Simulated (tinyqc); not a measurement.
## Ballistic conductance of a hard-wall strip of a two-dimensional electron gas by counting modes: conductance against size

Subband edges E_n = C (n pi/W)^2/m, n = 1, 2, ...; C = hbar^2/(2 m0). Every mode transmits fully; spin gives the factor 2 in 2 q^2/h, valleys the factor gv.

G = (2 q^2/h) gv M; at zero temperature M counts the edges below Ef, at T it is the sum of degeneracy times f. The smooth (Sharvin) count is kF W/pi, kF = sqrt(m Ef/C), and with the boundary term kF W/pi - 1/2. f = 1/(1 + exp((E_n - Ef)/Vt)).

Values chosen for this exercise:
```
symbol,value,unit,meaning
T,300,K,temperature
m,0.042,m0,mass
gv,1,,valleys
Ef,0.206,eV,Fermi energy above the 2D band edge
```

Constants: q = 1.602176634e-19 C, kB = 1.380649e-23 J/K, hbar = 1.054571817e-34 J s, h = 6.62607015e-34 J s, m0 = 9.1093837015e-31 kg, Vt = kB T/q, hbar^2/(2 m0) = 0.0380998212 eV nm^2. Results are converted to the units shown.

Result of one run:

| M at T = 0 | M at T | smooth count | with boundary term | G (uS) |
|---|---|---|---|---|
| 9 | 9.2297 | 9.7989 | 9.2989 | 715.12 |

Which width W gave this result: 19.2, 37.4, 64.6 or 82.8 nm?

W = 64.6 nm.

The whole series:

| W (nm) | M at T = 0 | M at T | smooth count | with boundary term | G (uS) |
|---|---|---|---|---|---|
| 19.2 | 2 | 2.3660 | 2.9124 | 2.4124 | 183.32 |
| 28.3 | 4 | 3.7772 | 4.2927 | 3.7927 | 292.66 |
| 37.4 | 5 | 5.1287 | 5.6731 | 5.1731 | 397.38 |
| 46.5 | 7 | 6.5045 | 7.0534 | 6.5534 | 503.97 |
| 55.5 | 8 | 7.8591 | 8.4186 | 7.9186 | 608.93 |
| 64.6 | 9 | 9.2297 | 9.7989 | 9.2989 | 715.12 |
| 73.7 | 11 | 10.600 | 11.179 | 10.679 | 821.32 |
| 82.8 | 12 | 11.971 | 12.560 | 12.060 | 927.51 |
| 91.8 | 13 | 13.326 | 13.925 | 13.425 | 1032.5 |
| 100.9 | 15 | 14.697 | 15.305 | 14.805 | 1138.7 |
| 110 | 16 | 16.067 | 16.686 | 16.186 | 1244.9 |

The integer count climbs from 2 to 16 in steps, and G from 183 to 1240 uS. In the last row M at T is 3.7 % below the smooth count and 0.73 % below the count with the boundary term: hard walls push the wave away from the edge and cost modes. The largest gap between M at T and the integer count is 0.50.

Computed by the program tinyqc: `OMP_NUM_THREADS=1 python tinyqc.py 2740108 2740109 out.jsonl`, one thread of a shared Intel Xeon 2.30GHz, about 0.06 s for the whole run.
